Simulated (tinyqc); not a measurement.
Inside a calculation. Model: bottom-up copper filling of a trench by curvature-enhanced accelerator coverage. Computed by tinyqc, a small Python program that keeps every step. Command: `OMP_NUM_THREADS=1 python tinyqc.py 3026495 3026496 out.jsonl superfill walk`. One thread of a shared host (Intel(R) Xeon(R) Processor @ 2.30GHz), about 0.06 s of CPU time with the checks. Intermediate numbers are printed to about 6 digits and carried at full precision; extremes and crossings named in words are read from the listed rows.

A rectangular trench keeps vertical walls and a flat floor. An accelerator floats on the surface; where area is lost in the corners it is passed on to the floor.

Inputs (values chosen for the exercise, close to those used for damascene copper plating):
```
quantity                                           value     unit
trench width w                                       110       nm
aspect ratio h/w                                     1.4        -
exchange current of the suppressed surface i_0      0.03  mA/cm^2
exchange current of the accelerated surface i_1      1.5  mA/cm^2
transfer coefficient alpha                          0.42        -
overpotential eta                                   0.16        V
starting coverage theta_0                          0.066        -
adsorption rate k_a                              8.3e-05      1/s
cupric ion concentration C                          0.21    mol/l
diffusivity D                                    5.5e-06   cm^2/s
boundary layer delta                                  80       um
temperature T                                        298        K
```

Constants: e = 1.602176634e-19 C; N_A = 6.02214076e+23 1/mol; k_B = 8.617333262e-05 eV/K.

## Velocities

Kinetic current i_k = [i_0 (1 - theta) + i_1 theta] exp(alpha eta/(k_B T)), limit i_L = 2 F D C/delta, i = 1/(1/i_k + 1/i_L); velocity v = i Omega/(2F), Omega = 7.11 cm^3/mol, F = e N_A. Depletion inside the trench is ignored.

limiting current i_L = 27.8601 mA/cm^2

velocity at theta = 0 = 0.149152 nm/s

velocity at theta_0 = 0.603168 nm/s

velocity at theta = 1 = 4.35615 nm/s

ratio v(1)/v(theta_0) = 7.22212

Without acceleration the walls meet when the floor has risen by w/2, so a seam-free fill needs a mean floor-to-wall speed ratio of at least 2 h/w = 2.8.

## First rates

At the start theta_b = theta_s = theta_0 and x = w/2: d theta_b/dt = k_a (1 - theta_0) + 2 theta_0 v/x (theta_b on the floor, theta_s on the walls, x the half width). At this initial relative rate the doubling time without adsorption would be x ln2/(2 v).

rate from adsorption = 7.75220e-05 1/s

rate from area loss = 0.00144760 1/s

doubling time = 31.6024 s

## Filling

Half width x, floor height y, depth h = aspect ratio x w. dx/dt = -v_s, dy/dt = v_b. d theta_b/dt = k_a (1 - theta_b) + [theta_s v_b + theta_b v_s]/x: the floor takes the accelerator of the wall it covers and keeps its own as it narrows. d theta_s/dt = k_a (1 - theta_s). theta_b is capped at 1. Integrate (tolerance 1e-9) until the walls meet (x = 0.02 w/2) or the floor passes the original mouth y = h. Start: x = w/2, y = 0, theta_b = theta_s = theta_0. Height filled = y/h, opening left = x/(w/2).

Course of the fill (nine evenly spaced times):
```
t (s)     x (nm)   y (nm)   theta_b    theta_s  v_b/v_s
0.0000   55.0000    0.000  0.066000  0.0660000  1.00000
9.9308   48.9849    6.535  0.083772  0.0667695  1.18138
19.8617  42.9198   14.410  0.108732  0.0675384  1.42842
29.7925  36.8045   24.149  0.145557  0.0683067  1.77754
39.7233  30.6393   36.590  0.203496  0.0690744  2.29304
49.6541  24.4243   53.142  0.303062  0.0698414  3.09466
59.5850  18.1595   76.310  0.497833  0.0706077  4.41525
69.5158  11.8450  110.754  0.970073  0.0713735  6.70748
79.4466   5.4809  154.000         1  0.0721386  6.77123
```

time at the end = 79.4466 s

share of the height filled from the floor = 1

opening left, as a share of w = 0.0996533

The floor escapes with 10 % of the opening left: a seam-free fill, and the enriched floor will overshoot into a bump. Caution: real profiles develop slanted corners, and accelerator is consumed; both are left out.

## The window in starting coverage

The formulas are those given above.

Outcome:
```
theta_0  v(1)/v(theta_0)  height filled  opening left  time (s)
0.001            27.8616        0.97163      0.020000   238.217
0.003            25.5174        1.00000      0.024472   226.472
0.010            19.7409        1.00000      0.054351   189.039
0.020            14.9606        1.00000      0.084226   150.924
0.050             8.7669        1.00000      0.109284    93.920
0.100             5.3026        1.00000      0.053616    62.258
0.200             3.0893        0.80449      0.020000    38.038
0.400             1.8215        0.57350      0.020000    22.515
0.800             1.1403        0.39632      0.020000    14.108
```

The fill succeeds for theta_0 from 0.003 to 0.1 among these rows, with the widest margin at 0.05. Too little accelerator takes too long to concentrate. Too much speeds the walls as well and removes the contrast.

Checks made by the program: wall coverage against its closed form (relative difference below 1e-10).
